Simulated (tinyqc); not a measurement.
Polytypes by hexagonality, and a cubic inclusion as a quantum well: sweeps and comparisons. A value that a table varies takes the place of the one given here.

Gap: E3 + (E2 - E3) h. Valence top Ev2 h and polarisation P2 h, both counted from 3C; Ec = Ev + gap.

A cubic inclusion of width L = N d in the host (h = 1) is a well of depth V = Ec(host) - Ec(3C). Square well with mass mismatch: k tan(k L/2) = (m_w/m_b) q, k = sqrt(m_w E/c), q = sqrt(m_b (V - E)/c), c = hbar^2/2m0, lowest root. The depth of the level, V - E, is its binding, and the transition to the valence top of the host is gap(host) - (V - E). The step in polarisation gives a field |F| = |P|/(eps eps0) in a thin inclusion, eps0 = 8.8541878e-12 F/m.

Constants: hbar^2/2m0 = 3.80998211 eV angstrom^2.

Values chosen for the exercise (of the order of those of InP; not measured data): E3 = 1.422 eV (gap of the cubic polytype); E2 = 1.484 eV (gap of 2H); Ev2 = 0.045 eV (valence top of 2H above that of 3C); P2 = -0.002 C/m^2 (spontaneous polarisation of 2H); m = (0.084, 0.079) m0 (electron mass along c in the cubic layer and in the host); d = 3.395 angstrom (thickness of a double layer); eps = 12.9 (dielectric constant); N = 24 (double layers in the cubic inclusion).

## Width of the inclusion

Without the field: square well. With it, the potential inside is |F| (z - L/2), the host conduction edge lies at V - |F| L/2 on one side and V + |F| L/2 on the other, and the lowest level E_F is found by finite differences (step 0.25 angstrom, wide box, good to about 1 meV). Holes sit in the host on the high side, so the transition is gap(host) - V + E_F - |F| L/2. A dash: bound by less than 2 meV or not at all.

Results:

| N | L (angstrom) | depth (eV) | transition (eV) | depth below the low side, with field (eV) | transition with field (eV) |
|---|---|---|---|---|---|
| 2 | 6.79 | 0.003 | 1.481 | - | - |
| 4 | 13.58 | 0.010 | 1.474 | - | - |
| 6 | 20.37 | 0.019 | 1.465 | 0.006 | 1.443 |
| 10 | 33.95 | 0.039 | 1.445 | 0.015 | 1.410 |
| 15 | 50.92 | 0.058 | 1.426 | 0.022 | 1.372 |
| 20 | 67.90 | 0.071 | 1.413 | 0.026 | 1.339 |
| 30 | 101.85 | 0.085 | 1.399 | 0.027 | 1.279 |

The square well binds a level even at N = 2 (3 meV), as any symmetric one-dimensional well does; the depth grows to 85 of 107 meV, and the transition tends to E3 - Ev(host) = 1.377 eV. With the field the level is bound by 2 meV or more for N = 6, 10, 15, 20 and 30, and the transition is lowered by 22 meV at N = 6 and 120 meV at N = 30, where |F| L/2 = 89 meV. Free carriers or surface charge screen the field and the step between the two sides; with the field removed every row returns to its square-well depth, and the attraction to the hole, left out here, binds the electron further.

## What each parameter does

Well depth, depth of the level, transition without the field and field. Each row changes one parameter from the base and keeps the others.

Results:

| case | V (eV) | depth (eV) | transition (eV) | \|F\| (MV/cm) |
|---|---|---|---|---|
| base | 0.1070 | 0.0778 | 1.4062 | 0.175 |
| N = 25 | 0.1070 | 0.0792 | 1.4048 | 0.175 |
| Ev2 = 0.075 eV | 0.1370 | 0.1051 | 1.3789 | 0.175 |
| E3 = 1.402 eV | 0.1270 | 0.0959 | 1.3881 | 0.175 |
| E2 = 1.514 eV | 0.1370 | 0.1051 | 1.4089 | 0.175 |
| P2 = -0.0026 C/m^2 | 0.1070 | 0.0778 | 1.4062 | 0.228 |
| eps = 13.9 | 0.1070 | 0.0778 | 1.4062 | 0.163 |
| m = (0.101, 0.079) m0 | 0.1070 | 0.0798 | 1.4042 | 0.175 |

The largest shifts from the base row, up to three for each result and ties (the steps differ in size, so this ranks the rows, not the parameters). V (eV): Ev2 +0.0300, E2 +0.0300, E3 +0.0200; unchanged at the printed digits by N, P2, eps and m. depth (eV): Ev2 +0.0273, E2 +0.0273, E3 +0.0182; unchanged at the printed digits by P2 and eps. transition (eV): Ev2 -0.0273, E3 -0.0182, E2 +0.0027; unchanged at the printed digits by P2 and eps. |F| (MV/cm): P2 +0.053, eps -0.013; unchanged at the printed digits by N, Ev2, E3, E2 and m.

(tinyqc, `OMP_NUM_THREADS=1 python tinyqc.py 1880033 1880034 out.jsonl`, Intel(R) Xeon(R) Processor @ 2.30GHz, 1 thread, shared host, about 0.08 s.)
